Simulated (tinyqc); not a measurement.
Worked calculation (part 2 of 2): RKS/PBE in the 6-31g basis, for H3+, spin multiplicity 1. Computed by tinyqc, a small Python program that keeps every step (integrals from PySCF). Command: `OMP_NUM_THREADS=1 python tinyqc.py 28534 28535 out.jsonl` (the two numbers bound the seeds that draw the settings). One thread of a shared host (Intel(R) Xeon(R) Processor @ 2.60GHz), about 0.4 s of CPU time with the checks.

Geometry (angstrom):

| atom | x | y | z |
|---|---|---|---|
| H | 0.00000 | 0.00000 | 0.00000 |
| H | 0.00000 | 0.00000 | 0.82200 |
| H | 0.00000 | 0.78400 | 0.41100 |

## Iteration 6 (converged): orbitals

converged F (hartree):
```
          1H 1s     1H 2s     2H 1s     2H 2s     3H 1s     3H 2s
1H 1s  -0.56774  -0.69614  -0.56074  -0.57784  -0.50940  -0.55515
1H 2s  -0.69614  -0.66790  -0.57784  -0.62206  -0.54805  -0.60937
2H 1s  -0.56074  -0.57784  -0.56774  -0.69614  -0.50940  -0.55515
2H 2s  -0.57784  -0.62206  -0.69614  -0.66790  -0.54805  -0.60937
3H 1s  -0.50940  -0.54805  -0.50940  -0.54805  -0.55407  -0.68250
3H 2s  -0.55515  -0.60937  -0.55515  -0.60937  -0.68250  -0.66003
```

X:
```
          1H 1s     1H 2s     2H 1s     2H 2s     3H 1s     3H 2s
1H 1s   1.28469  -0.50963  -0.12684   0.04670  -0.08675   0.03893
1H 2s  -0.50963   2.09004   0.04670  -0.68544   0.03491  -0.57501
2H 1s  -0.12684   0.04670   1.28469  -0.50963  -0.08675   0.03893
2H 2s   0.04670  -0.68544  -0.50963   2.09004   0.03491  -0.57501
3H 1s  -0.08675   0.03491  -0.08675   0.03491   1.27476  -0.50640
3H 2s   0.03893  -0.57501   0.03893  -0.57501  -0.50640   1.99588
```

Diagonalise F' = X^T F X, C = X C', fill 1 alpha and 1 beta electrons from the bottom; D = 2 C_occ C_occ^T. Each column has its largest component positive (the first on a tie).

F' = X^T F X (hartree):
```
          1         2         3         4         5         6
1  -0.10329  -0.46237  -0.26095  -0.03860  -0.20608  -0.04242
2  -0.46237  -0.10000  -0.03860  -0.11008  -0.04384  -0.10806
3  -0.26095  -0.03860  -0.10329  -0.46237  -0.20608  -0.04242
4  -0.03860  -0.11008  -0.46237  -0.10000  -0.04384  -0.10806
5  -0.20608  -0.04384  -0.20608  -0.04384  -0.11986  -0.45603
6  -0.04242  -0.10806  -0.04242  -0.10806  -0.45603  -0.10745
```

orbital energies (hartree): MO1 -0.99530, MO2 -0.37715, MO3 -0.34629, MO4 0.11767, MO5 0.45314, MO6 0.51401

coefficients C:
```
           MO1       MO2       MO3       MO4       MO5       MO6
1H 1s  0.33529  -0.21158   0.34130   0.58440   0.53646  -1.01709
1H 2s  0.11092  -0.60876   1.24887  -0.55672  -0.85594   1.56420
2H 1s  0.33529  -0.21158  -0.34130   0.58440   0.53646   1.01709
2H 2s  0.11092  -0.60876  -1.24887  -0.55672  -0.85594  -1.56420
3H 1s  0.32281   0.41889   0.00000   0.58250  -1.13136   0.00000
3H 2s  0.10715   1.25769   0.00000  -0.47727   1.75591   0.00000
```

D after iteration 6:
```
         1H 1s    1H 2s    2H 1s    2H 2s    3H 1s    3H 2s
1H 1s  0.22484  0.07438  0.22484  0.07438  0.21647  0.07185
1H 2s  0.07438  0.02460  0.07438  0.02460  0.07161  0.02377
2H 1s  0.22484  0.07438  0.22484  0.07438  0.21647  0.07185
2H 2s  0.07438  0.02460  0.07438  0.02460  0.07161  0.02377
3H 1s  0.21647  0.07161  0.21647  0.07161  0.20842  0.06918
3H 2s  0.07185  0.02377  0.07185  0.02377  0.06918  0.02296
```

## Convergence

Stop when the energy changes by less than 1e-10 hartree and every element of the error matrix X^T (F D S - S D F) X is below 3e-06.

Course of the cycle:

| iteration | E (hartree) | change | largest element of the error matrix |
|---|---|---|---|
| 1 | -0.8825722 | - | 1.65e-01 |
| 2 | -1.3152790 | -4.33e-01 | 2.82e-02 |
| 3 | -1.3176102 | -2.33e-03 | 4.58e-03 |
| 4 | -1.3176438 | -3.36e-05 | 5.82e-04 |
| 5 | -1.3176448 | -9.70e-07 | 2.55e-06 |
| 6 | -1.3176448 | -1.34e-11 | 1.36e-08 |

PySCF RKS in the same basis, fine grid = -1.3173183 hartree

Converged in 6 iterations. The coarse grid moves the energy by -3.27e-04 hartree.

## Populations, bond orders and dipole

overlap S:
```
         1H 1s    1H 2s    2H 1s    2H 2s    3H 1s    3H 2s
1H 1s  1.00000  0.65829  0.38452  0.47937  0.33419  0.45571
1H 2s  0.65829  1.00000  0.47937  0.82318  0.45571  0.79800
2H 1s  0.38452  0.47937  1.00000  0.65829  0.33419  0.45571
2H 2s  0.47937  0.82318  0.65829  1.00000  0.45571  0.79800
3H 1s  0.33419  0.45571  0.33419  0.45571  1.00000  0.65829
3H 2s  0.45571  0.79800  0.45571  0.79800  0.65829  1.00000
```

Mulliken: Z minus the diagonal of D S on the atom; Loewdin: the same with S^(1/2) D S^(1/2); Mayer order: 2 sum_s sum (D(s) S)_ij (D(s) S)_ji over the two atoms.

Charges (e):

| atom | Mulliken | Loewdin |
|---|---|---|
| 1H | 0.31792 | 0.31834 |
| 2H | 0.31792 | 0.31834 |
| 3H | 0.36416 | 0.36332 |

Mayer bond orders:

| pair | order |
|---|---|
| 2-1 | 0.46524 |
| 3-1 | 0.43369 |
| 3-2 | 0.43369 |

dipole moment about the origin, x y z (debye): 0.00000  1.37186  1.97412
